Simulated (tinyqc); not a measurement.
Three descriptions against temperature: one anharmonic mode: perturbation theory, self-consistent phonons and exact levels. Computed by tinyqc, a small Python program. Command: `OMP_NUM_THREADS=1 python tinyqc.py 3015678 3015679 out.jsonl scp walk`. One thread of a shared host (Intel(R) Xeon(R) Processor @ 2.30GHz), about 0.04 s of CPU time with the checks.

V(x) = k x^2/2 + b x^4 for one coordinate x of mass M. A constant K > 0 gives hbar Omega = sqrt((hbar^2/u) K/M) with K in eV/angstrom^2 and M in u.

Inputs (values chosen for the exercise, for a model mode): mode mass M = 46.1 u; harmonic constant k = -2.14 eV/angstrom^2; quartic constant b = 178 eV/angstrom^4.

Shape: double well.

Constants: hbar^2/u = 4.18015928e-03 eV angstrom^2; k_B = 8.617333262e-05 eV/K.

Method:
- Self-consistent phonon, centred at x = 0: K = k + 12 b <x^2>, <x^2> = (hbar Omega/(2K)) coth(hbar Omega/(2 k_B T)).
- Its free energy is F = k_B T ln[2 sinh(hbar Omega/(2 k_B T))] + (k - K)<x^2>/2 + 3 b <x^2>^2, an upper bound to the exact one.
- Basis: oscillator states n of the constant |k|, with x = s (a + a+), s^2 = hbar Omega/(2|k|); H = hbar Omega (n + 1/2) + (k - |k|) x^2/2 + b x^4, with exact matrix elements of x^2 and x^4.
- Exact values use 120 basis states: F = -k_B T ln sum exp(-E_n/(k_B T)), and <x^2> is the Boltzmann mean.
- The classical <x^2> is int x^2 exp(-V/(k_B T)) dx / int exp(-V/(k_B T)) dx (2001 points over six exact widths each way).

Results:
```
T (K),"hbar Omega, self-consistent (meV)","<x^2>, self-consistent","<x^2>, exact","F, self-consistent (meV)","F, exact (meV)","<x^2>, classical"
8.1,17.523,0.0025873,0.0028205,5.1871,4.8693,0.0025964
19,17.524,0.0025873,0.0028207,5.1870,4.8692,0.0025045
40,17.618,0.0026045,0.0028580,5.1659,4.8341,0.0027178
73,18.383,0.0027467,0.0031072,4.8150,4.3668,0.0031126
130,20.247,0.0031184,0.0036707,2.9228,2.1407,0.0037023
230,23.070,0.0037497,0.0045164,-3.3924,-4.7811,0.0045309
390,26.391,0.0045979,0.0055698,-18.554,-20.828,0.0055712
650,30.189,0.0057073,0.0068999,-51.340,-54.936,0.0068960
```

The self-consistent quantum hardens from 17.52 to 30.19 meV, since a wider spread samples the steep quartic walls, and it is real at all T although k is negative. Its <x^2> misses by -8.3 % at the lowest T and -17.3 % at the highest; the excess in F runs from 0.318 to 3.596 meV. The classical value is 0.92 of the exact one at the lowest T and 0.999 at the highest.

Extremes, crossings and ranges named in words are read from the listed rows.
